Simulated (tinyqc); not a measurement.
From results back to parameters: Lorentz oscillators and the Kramers-Kronig relations. Three cases, with inputs chosen for the exercise.

Problem. At normal incidence from vacuum the amplitude r = (1 - N)/(1 + N) with N = n + i k is written r = -sqrt(R) exp(i theta). R and the phase theta are given.

Case 1.

R = 0.457241
theta = 0.122664 rad

Case 2.

R = 0.088829
theta = 0.079930 rad

Case 3.

R = 0.528066
theta = 0.267765 rad

Find: n; k; eps1; eps2.

Solution. N = (1 - r)/(1 + r) = (1 + sqrt(R) exp(i theta))/(1 - sqrt(R) exp(i theta)); eps = N^2.

Case 1.

n = 4.719
k = 1.439
eps1 = 20.20
eps2 = 13.58

Case 2.

n = 1.842
k = 0.096
eps1 = 3.38
eps2 = 0.35

Case 3.

n = 3.731
k = 3.040
eps1 = 4.68
eps2 = 22.68

Computed by tinyqc, one run a case: `OMP_NUM_THREADS=1 python tinyqc.py N N+1 out.jsonl` with N = 1680855, 1680861, 1680893; one thread of a shared Intel(R) Xeon(R) Processor @ 2.30GHz, about 0.2 s a run at most.
